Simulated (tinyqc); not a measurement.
A short-path metal as competitor: size effects in the resistivity of thin metal films and interconnect lines. Computed by tinyqc, a small Python program. Command: `OMP_NUM_THREADS=1 python tinyqc.py 3031643 3031644 out.jsonl size walk`. One thread of a shared host (Intel(R) Xeon(R) Processor @ 2.30GHz), about 0.01 s of CPU time with the checks.

Electrons lose their drift at surfaces (a share 1 - p of the hits) and at grain boundaries (reflection R), besides bulk scattering. The line sits in a trench with a non-conducting liner on both walls and the bottom; the spacing equals the drawn width.

Inputs (values chosen for the exercise, modelled on cobalt):

| quantity | value | unit |
|---|---|---|
| bulk resistivity rho_b | 6.14 | microohm cm |
| bulk mean free path lambda | 11.4 | nm |
| specularity p | 0 | - |
| grain-boundary reflection R | 0.55 | - |
| grain size over metal width | 2 | - |
| aspect ratio (height over width) | 1.7 | - |
| liner thickness t | 0.9 | nm |
| competitor: rho_b relative to this metal | 4.7 | - |
| competitor: lambda relative to this metal | 0.23 | - |
| competitor: liner relative to t | 0 | - |

Geometry: line.

Method:
- Fuchs-Sondheimer film: rho_b/rho = 1 - (3/(2 kappa))(1 - p) int_0^1 (s - s^3)(1 - exp(-kappa/s))/(1 - p exp(-kappa/s)) ds, f = rho/rho_b, kappa = thickness/lambda, 80 Gauss-Legendre points.
- Line: the excess of a film of thickness w_m and of a film of thickness h_m are added, rho/rho_b = 1 + (f(w_m) - 1) + (f(h_m) - 1), an estimate that holds best when both sides exceed lambda.
- Mayadas-Shatzkes: alpha = (lambda/D) R/(1 - R); rho_b/rho = 1 - 3 alpha/2 + 3 alpha^2 - 3 alpha^3 ln(1 + 1/alpha).
- w_m = w - 2t, h_m = (aspect ratio) w - t, D = (ratio) w_m; rho = rho_b [1 + surface excess + grain excess].
- Effective resistivity rho (aspect ratio) w^2/(w_m h_m) for the metal with its liner, for the same metal without liner, and for a competitor with its own rho_b, lambda and liner, and for that competitor with the liner t; p, R, aspect and grain ratios are the same.

Effective resistivity (microohm cm):

| w (nm) | this metal | without liner | competitor | competitor, liner t |
|---|---|---|---|---|
| 200 | 6.752 | 6.669 | 29.430 | 29.78 |
| 100 | 7.389 | 7.200 | 30.001 | 30.73 |
| 50 | 8.753 | 8.276 | 31.145 | 32.73 |
| 30 | 10.776 | 9.742 | 32.673 | 35.62 |
| 20 | 13.646 | 11.604 | 34.593 | 39.62 |
| 14 | 17.928 | 14.007 | 37.081 | 45.53 |
| 10 | 24.836 | 17.193 | 40.436 | 55.02 |
| 7 | 38.566 | 21.896 | 45.541 | 73.89 |
| 5 | 66.600 | 28.028 | 52.431 | 112.17 |

The competitor wins below a width between 7.00 and 5.00 nm. In narrow lines rho scales as rho_b lambda/w, and the product rho_b lambda of the competitor is 1.08 times this metal's. At the narrowest width the liner costs this metal a factor 2.38. With the same liner the competitor wins nowhere in the table; at the narrowest width the thinner liner lowers it from 112 to 52.4. Rows with w - 2t below lambda stretch the additive estimate. Metal widths below about 5 nm are outside this semiclassical model.

Extremes, crossings and ranges named in words are read from the listed rows.
